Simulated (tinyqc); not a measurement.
Boltzmann transport in a parabolic band with a power-law relaxation time: one step. Mobility, conductivity and figure of merit. Two cases, with inputs chosen for the exercise.

Question. mu = <tau>/(mc m0/e) with m0/e = 5.685630e-12 kg/C; sigma = e n mu, e = 1.602176634e-19 C; Hall mobility rH mu; power factor S^2 sigma; ZT = S^2 sigma T/(kL + L sigma T), all in SI units.

Give: mu; Hall mobility; sigma; power factor; electronic thermal conductivity; ZT.

Case 1.

Values chosen (masses near those of Ge; tau0 is set for a mobility of the usual size at this n, kL is a free input; freeze-out and phonon drag, which matter near 77 K, are left out; shifted at random, so the results belong to these values and not to a real crystal):
- tau0 = 61 fs (tau at E = kT)
- mc = 0.1196 m0 (conductivity mass)
- n = 1.1e+19 1/cm^3 (electron density)
- T = 200 K
- kL = 2.5 W/(m K) (lattice thermal conductivity)

<tau>/tau0 = 0.60634
rH = 1.09514
S = -136.109 microvolt/K
L = 1.76746 1e-8 W ohm/K^2

Answer.

mu = 544 cm^2/(V s)
Hall mobility = 596 cm^2/(V s)
sigma = 959 S/cm
power factor = 1.78 mW/(m K^2)
electronic thermal conductivity = 0.339 W/(m K)
ZT = 0.13

A Hall measurement read with rH = 1 would give a density of 1.00e+19 1/cm^3. Electrons carry 12 % of the heat. kL is far below that of crystalline Ge, so ZT is too high for it.

Case 2.

Values chosen (masses near those of Si; tau0 is set for a mobility of the usual size at this n, kL is a free input; freeze-out and phonon drag, which matter near 77 K, are left out; shifted at random, so the results belong to these values and not to a real crystal):
- tau0 = 47 fs (tau at E = kT)
- mc = 0.2592 m0 (conductivity mass)
- n = 3.4e+18 1/cm^3 (electron density)
- T = 77 K
- kL = 4.6 W/(m K) (lattice thermal conductivity)

<tau>/tau0 = 1.64335
rH = 1.07926
S = -264.830 microvolt/K
L = 2.23179 1e-8 W ohm/K^2

Answer.

mu = 524 cm^2/(V s)
Hall mobility = 566 cm^2/(V s)
sigma = 285 S/cm
power factor = 2.00 mW/(m K^2)
electronic thermal conductivity = 0.0491 W/(m K)
ZT = 0.033

A Hall measurement read with rH = 1 would give a density of 3.15e+18 1/cm^3. Electrons carry 1.1 % of the heat. kL is far below that of crystalline Si, so ZT is too high for it.

Computed by tinyqc, one run a case: `OMP_NUM_THREADS=1 python tinyqc.py N N+1 out.jsonl` with N = 1681202, 1681445; one thread of a shared Intel(R) Xeon(R) Processor @ 2.30GHz, about 0.01 s a run at most.
